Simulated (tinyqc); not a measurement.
Inside a calculation: gated graphene: carriers, quantum capacitance and optical conductivity. Values are carried at full precision from step to step, so a last printed digit may differ when a step is redone from the rounded ones.

Cones E = +/- hv |k|, four flavours, D(E) = 2|E|/(pi hv^2). n = (2/pi)(kT/hv)^2 F_1(mu/kT), p = (2/pi)(kT/hv)^2 F_1(-mu/kT), in 1/angstrom^2 (1e16 for 1/cm^2); F_1(eta) = integral_0^infinity x dx/(1 + exp(x - eta)). Cq/e^2 = d(n - p)/d mu = (2 kT/(pi hv^2)) ln(2 + 2 cosh(mu/kT)).

Gate: V = mu/e + e (n - p)/Cox with Cox/e^2 = k/(4 pi e2 t), t in angstrom, e2 = e^2/(4 pi eps0); 1/(eV angstrom^2) in C/e^2 equals 1602.176634 microfarad/cm^2; total 1/C = 1/Cox + 1/Cq.

Constants: kB = 8.617333262e-05 eV/K; e^2/(4 pi eps0) = 14.39964547 eV angstrom; fine-structure constant alpha = 0.007297352564.

Inputs chosen for the exercise (Fermi velocity near that of graphene, gate dielectric near SiO2; shifted at random, so the results belong to these values and not to a real crystal):
```
symbol  value  unit         meaning
hv      6.7    eV angstrom  hbar vF
T       300    K
k       3.8                 dielectric constant of the gate layer
t       30     nm           its thickness
V       18.07  V            gate voltage from the neutrality point
E       0.516  eV           photon energy
Gm      20     meV          intraband damping
```

## Chemical potential at the gate voltage

Solve the gate equation for mu.

Cox = 0.1122 microfarad/cm^2
mu = 0.4148 eV
n = 1.24e+13 1/cm^2
p = 1.02e+04 1/cm^2

mu takes 2.3 % of the gate voltage; the zero-temperature rule |mu| = hv sqrt(pi |n - p|) gives 0.4175 eV.

## Quantum capacitance

1/(eV angstrom^2) in C/e^2 equals 1602.176634 microfarad/cm^2; 1/C = 1/Cox + 1/Cq.

Cq = 9.426 microfarad/cm^2
C = 0.1108 microfarad/cm^2
Cq at mu = 0 = 0.8143 microfarad/cm^2

C is 0.988 of Cox.

## Optical conductivity at one energy

Conductivity over sigma0 = e^2/(4 hbar): interband Re = sinh(E/2kT)/(cosh(mu/kT) + cosh(E/2kT)); intraband Re = (8 kT/pi) ln(2 cosh(mu/2kT)) Gm/(E^2 + Gm^2). A free sheet absorbs about pi alpha_f Re(sigma/sigma0), alpha_f the fine-structure constant (alpha among the constants).

Evaluate both parts and the absorption.

interband = 0.0023
intraband = 0.0396
absorption = 0.096 %

E is below 2|mu| = 0.8297 eV; at this temperature interband transitions are mostly Pauli blocked; the universal value is pi alpha_f = 2.293 %.

## Checks

- Cq/e^2 against the finite difference of n - p (1/(eV angstrom^2)): both 0.005883.

Program tinyqc; command `OMP_NUM_THREADS=1 python tinyqc.py 1681006 1681007 out.jsonl`; about 0.01 s on one thread of a shared Intel(R) Xeon(R) Processor @ 2.30GHz.
